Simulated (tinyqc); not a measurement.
What each parameter does: band edges of strained Si(1-x)Ge(x) on relaxed Si(1-y)Ge(y).

Values are linear in the Ge fraction but for ED(x) = linear - CD x (1 - x) and a(x) = linear - Ca x (1 - x). Energies are on the common scale of Ev.

Coherent growth on a (001) face: e_par = (a(y) - a(x))/a(x), e_perp = -2 (C12/C11) e_par; exx = eyy = e_par, ezz = e_perp, no shear.

A valley with unit axis u lies at Ev + gap + (av + a_valley) tr(e) + Xu (u.e.u - tr(e)/3); the Delta axes are x, y, z and the L axes [111], [1-1-1], [-11-1], [-1-11]. The second-order shift of the Delta valleys under shear is left out; it lowers the pair normal to the sheared plane by tens of meV at a shear of 1 %.

Valence edges: Ev plus the levels of the 6 x 6 matrix of X, Y, Z times spin with -Dso/3 + l exx + m (eyy + ezz) on the diagonal (cyclic), n exy off it, l = av + 2 b, m = av - b, n = sqrt(3) d. Spin-orbit term (Dso/3) L.sigma on X, Y, Z with (L_k)_ij = -i epsilon_kij: <X+|H|Y+> = -i Dso/3, <X+|H|Z-> = Dso/3, <Y+|H|Z-> = -i Dso/3, <Z+|H|X-> = -Dso/3, <Z+|H|Y-> = i Dso/3, <X-|H|Y-> = i Dso/3, and their conjugates; + and - are the spin along z.

Values chosen for the exercise (end members near Si and Ge, in this order; the results hold for these values, not for the real material): a = (5.425, 5.653) angstrom (lattice constant); Dso = (0.044, 0.29) eV (spin-orbit splitting); av = (2.44, 1.23) eV (valence hydrostatic potential); b = (-2.1, -2.57) eV (tetragonal shear potential); d = (-4.75, -5.23) eV (trigonal shear potential); C11 = (168.2, 126.8) GPa; C12 = (63, 48.3) GPa; C44 = (79.5, 67.1) GPa; Ev = (0, 0.71) eV (top of the unstrained valence band); ED = (1.14, 0.944) eV (gap to the Delta valleys); EL = (2.019, 0.742) eV (gap to the L valleys); aD = (1.7, 1.39) eV (hydrostatic potential of the Delta gap); aL = (-3.08, -2.7) eV (hydrostatic potential of the L gap); XuD = (9.4, 9.69) eV (uniaxial potential, Delta); XuL = (15.73, 14.6) eV (uniaxial potential, L); CD = 0.236 eV (bowing of the Delta gap); Ca = 0 angstrom (bowing of the lattice constant); face = 001 (growth face); x = 0.57 (Ge fraction of the layer); y = 0 (Ge fraction of the relaxed buffer).

dEc = Ec(buffer) - Ec(layer), dEv = Ev(layer) - Ev(buffer); buffer edges Ev(y) and Ev(y) + min(ED, EL).

Results for these values:

| case | gap (eV) | valence splitting (meV) | dEc (eV) | dEv (eV) |
|---|---|---|---|---|
| base | 0.6979 | 93.7 | -0.0089 | 0.4510 |

What happens to each result for b = (-2.415, -2.956) eV, all else kept?

Answer: gap falls from 0.6979 to 0.6833; valence splitting rises from 93.7 to 97.6; dEc does not change at the printed digits; dEv rises from 0.4510 to 0.4656.

The same for each parameter in turn:

| case | gap (eV) | valence splitting (meV) | dEc (eV) | dEv (eV) |
|---|---|---|---|---|
| base | 0.6979 | 93.7 | -0.0089 | 0.4510 |
| x = 0.6 | 0.6787 | 98.0 | -0.0152 | 0.4764 |
| y = 0.03 | 0.7122 | 92.1 | -0.0122 | 0.4273 |
| CD = 0.286 eV | 0.6856 | 93.7 | 0.0034 | 0.4510 |
| b = (-2.415, -2.956) eV | 0.6833 | 97.6 | -0.0089 | 0.4656 |
| XuL = (18.089, 16.79) eV | 0.6979 | 93.7 | -0.0089 | 0.4510 |
| Dso = (0.051, 0.333) eV | 0.6979 | 102.8 | -0.0089 | 0.4510 |
| XuD = (10.81, 11.143) eV | 0.6782 | 93.7 | 0.0108 | 0.4510 |
| C12 = (72.45, 55.545) GPa | 0.6872 | 95.5 | -0.0091 | 0.4619 |

The lowest valleys of the layer are Delta4, so among the conduction-band potentials only those of that family reach the gap and dEc; the buffer is unstrained. A shift large enough to swap the lowest family would change that.

Run: tinyqc, `OMP_NUM_THREADS=1 python tinyqc.py 1050694 1050695 out.jsonl`; Intel(R) Xeon(R) Processor @ 2.30GHz, one thread, shared host; about 0.01 s of CPU time with all checks.
